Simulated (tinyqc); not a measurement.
Permittivity and interlayer from two capacitances.

Question. A two-layer stack has Cox = eps0/(t1/e1 + t2/e2) and EOT = 3.9 eps0/Cox. Find e2, the EOT of layer 1 and, with e1 given, t1.

Parameters, values chosen for the exercise: relative permittivity of layer 1 e1 = 3.91.

Constants: eps0 = 8.8541878128e-14 F/cm where lengths are in cm. Results are converted to the units shown.

Cox at t2 = 2.3 and 7.8 nm (uF/cm^2): 1.9673513  1.3214096

Solution. EOT is linear in t2 with slope 3.9/e2, and its intercept is the EOT of layer 1.

e2 = 25.0
EOT of layer 1 = 1.40 nm
t1 = 1.40 nm

Computed by the program tinyqc: `OMP_NUM_THREADS=1 python tinyqc.py 2010146 2010147 out.jsonl`, one thread of a shared Intel Xeon 2.30GHz, about 0.01 s for the whole run.
